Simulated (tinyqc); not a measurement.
# Monte Carlo simulation of one carrier in a uniform electric field, step by step

A worked calculation. Computed by tinyqc, a small Python program that keeps every step. Command: `OMP_NUM_THREADS=1 python tinyqc.py 3024132 3024133 out.jsonl mcfl walk`. One thread of a shared host (Intel(R) Xeon(R) Processor @ 2.30GHz), about 3 s of CPU time with the checks. Intermediate numbers are printed to about 5 digits and carried at full precision; extremes and crossings named in words are read from the listed rows.

The force e F acts along +z. Flights end at the constant total rate Gamma; the part of Gamma that the real rates do not fill is self-scattering, which leaves k unchanged. One valley, no impurities and no intervalley scattering.

Inputs (values chosen for the exercise, modelled on GaSb):
```
quantity                                              value    unit
effective mass m                                     0.0401     m_0
static permittivity eps_s                              15.7       -
high-frequency permittivity eps_inf                    14.4       -
density rho                                            5610  kg/m^3
sound velocity v_l                                     4330     m/s
acoustic deformation potential D_A                        7      eV
optical phonon energy hbar w                           29.8     meV
lattice temperature T                                   300       K
electric field F                                       0.12   kV/cm
energy E_max up to which Gamma must cover the rates     0.4      eV
seed of the random numbers                            58816       -
```

Crystal: polar. Band: parabolic.

starting wave vector (1/nm): 0.26  0.26  0.023

Constants: k_B = 1.380649e-23 J/K; e = 1.602176634e-19 C; hbar = 1.054571817e-34 J s; m_0 = 9.1093837015e-31 kg; hbar = 6.582119569e-16 eV s; eps_0 = 8.8541878128e-12 F/m; k_B = 8.617333262e-05 eV/K.

## Total rate Gamma

Parabolic band: E = hbar^2 k^2/(2 m), speed v = hbar k/m, states per spin, volume and energy g(E) = m k/(2 pi^2 hbar^2). Masses are multiplied by m_0 and all formulas are in SI units. Phonon occupation N_q = 1/(exp(hbar w/(k_B T)) - 1). Acoustic deformation potential (elastic, equipartition, absorption and emission together): 1/tau = 2 pi k_B T D_A^2 g(E)/(hbar rho v_l^2). Polar optical, unscreened: W = e^2 w (1/eps_inf - 1/eps_s) m (1 + 2 alpha E') ln|(k + k')/(k - k')| / (4 pi eps_0 hbar^2 k), times N_q for absorption (E' = E + hbar w) and N_q + 1 for emission (E' = E - hbar w > 0), with alpha = 0 for a parabolic band; mean cosine of the angle <cos> = (k^2 + k'^2)/(2 k k') - 1/ln|(k + k')/(k - k')|. Gamma is 1.05 times the largest total rate on the grid E = (j + 1/2) E_max/400, j = 0..399.

largest total rate = 3.0873 1e12/s

energy of the largest rate = 90.5 meV

Gamma = 3.2416 1e12/s

## Flight 1

Random numbers (0.02 to 0.98, from up to 60 sets tried for early real events), one row a flight:
```
       r1      r2      r3      r4
1  0.9539  0.7096  0.2143  0.2805
2  0.5974  0.9771  0.4276  0.3741
3  0.0707  0.3341  0.8056  0.4854
4  0.2105  0.2460  0.1951  0.6609
5  0.4399  0.3384  0.2006  0.4503
6  0.0480  0.9654  0.2577  0.7266
7  0.8855  0.7260  0.4919  0.6700
```

Flight: t = -ln(r1)/Gamma; k_z grows by e F t/hbar; E follows from the band; dz = (E_end - E_start)/(e F). Use row 1 of the random numbers.

flight time t = 14.559 fs

k at the end of the flight (1/nm): 0.26000  0.26000  0.02327

energy at the end = 128.97 meV

displacement dz = 0.97233 nm

## Scattering event 1

Choice: with cumulative rates in the order acoustic, absorption, emission, the process is the first whose sum exceeds r2 Gamma; if none, self-scattering. Final state: E' = E, E + hbar w or E - hbar w gives k'. Isotropic processes: cos(theta) = 1 - 2 r3 from the z axis, phi = 2 pi r4, k' (sin theta cos phi, sin theta sin phi, cos theta). Polar processes: cos(b) = [1 + xi - (1 + 2 xi)^r3]/xi, xi = 2 k k'/(k - k')^2, b from the old direction n; new direction cos b n + sin b (cos phi e1 + sin phi e2), e1 = (z x n)/|z x n|, e2 = n x e1.

cumulative rates (1e12/s): acoustic 0.1809, absorption 0.9119, emission 3.0439

r2 Gamma = 2.3003 1e12/s

Process chosen: emission

k after event 1, the start of the next flight (1/nm): 0.22934  0.21240  0.08164

## Flight 2

Use row 2 of the random numbers.

flight time t = 158.92 fs

k at the end of the flight (1/nm): 0.22934  0.21240  0.08453

energy at the end = 99.628 meV

displacement dz = 38.120 nm

## Scattering event 2

The formulas are those given above.

cumulative rates (1e12/s): acoustic 0.1590, absorption 0.9261, emission 3.0839

r2 Gamma = 3.1674 1e12/s

Process chosen: self-scattering

k after event 2, the start of the next flight (1/nm): 0.22934  0.21240  0.08453

## All printed flights

Drift estimate: sum dz / sum t.

Flights:
```
flight  t (fs)  E at the end (meV)  dz (nm)          process  k_x (1/nm)  k_y (1/nm)  k_z (1/nm)
1        14.56              128.97     0.97         emission     0.22934     0.21240    0.081637
2       158.92               99.63    38.12  self-scattering     0.22934     0.21240    0.084534
3       817.28              102.23   217.03         emission     0.22207    -0.15823    0.043399
4       480.71               73.23    66.31       absorption     0.24450    -0.22058    0.001241
5       253.33              103.06     2.60         emission     0.16178    -0.22444    0.023631
6       936.74               74.30    87.00  self-scattering     0.16178    -0.22444    0.040708
7        37.51               74.36     4.45         emission     0.05554    -0.18813   -0.091759
```

drift estimate from these flights = 1.5430e+05 m/s

2 of the 7 flights end in self-scattering. So few flights say little about the drift velocity: the estimate is noise at this length.

## Low-field mobility from the linear Boltzmann equation

On the grid E_j = (j + 1/2) hbar w/12 up to 20 k_B T + 2 hbar w, solve (sum of rates) l(E) = v(E) + W_abs <cos> l(E + hbar w) + W_em <cos> l(E - hbar w); mu_0 = e sum g v l exp(-E/k_B T)/(3 k_B T sum g exp(-E/k_B T)).

low-field mobility mu_0 = 38546 cm^2/(V s)

## Long runs: velocity against field

Each row: 250 carriers from a thermal start, 1600 flights each, the first half discarded, random numbers not printed; the error is the standard error over ten groups; the mean energy is taken at the ends of flights, which sample time evenly. Fields at which more than 0.02 % of the events exceed Gamma are left out.

Monte Carlo results:
```
F (kV/cm)  drift velocity (1e5 m/s)  error (1e5 m/s)  mu_0 F (1e5 m/s)  mean energy (meV)  real events (%)
0.03                          0.117           0.0120            0.1156               38.9             58.1
0.06                          0.231           0.0074            0.2313               39.0             58.1
0.12                          0.458           0.0120            0.4626               39.6             58.5
0.24                          0.901           0.0150            0.9251               42.3             59.9
0.48                          1.710           0.0240            1.8502               63.6             65.1
```

At the lowest field the drift velocity is 1.01 +/- 0.10 of the ohmic value mu_0 F, at the highest 0.92 +/- 0.01. The mean energy goes from 39 to 64 meV against the parabolic-band thermal value 3 k_B T/2 = 39 meV: the curve ends near the ohmic line. Only 58 to 65 % of the events are real; the rest is the price of a constant Gamma.

Checks made by the program: energy gained in the printed flights against e F dz (relative difference 2e-10).
